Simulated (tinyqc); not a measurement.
Heisenberg magnet: exchange from energy differences, ordering vector, linear spin waves and ordering temperature: one step, computed by the program tinyqc.

H = -sum over pairs <ij> J_ij S_i.S_j - K sum_i (S_i^z)^2, each pair once, J > 0 ferromagnetic. First neighbours: 6 at a (1, 0, 0), second: 12 at a (1, 1, 0), with all permutations and signs.

Task: Energies of ordered states. J(q) = J1 g1(q) + J2 g2(q), g_s(q) = sum over shell s of cos(q.R). A classical spiral or collinear state of wave vector Q has the exchange energy -(S^2/2) J(Q) per site.

Inputs (values chosen for the exercise, for a model magnet): exchange J1 = -2.71 meV; exchange J2 = 0.3 meV; spin S = 1.

Lattice: simple cubic.

Give: States, Q in 2 pi/a.

Result:

States, Q in 2 pi/a:
```
Q                  g1  g2  energy (meV/site)
G (0, 0, 0)         6  12               6.33
X (0.5, 0, 0)       2  -4               3.31
M (0.5, 0.5, 0)    -2  -4              -2.11
R (0.5, 0.5, 0.5)  -6  12              -9.93
```

The lowest of these is R (0.5, 0.5, 0.5), 7.820 meV per site below M (0.5, 0.5, 0).
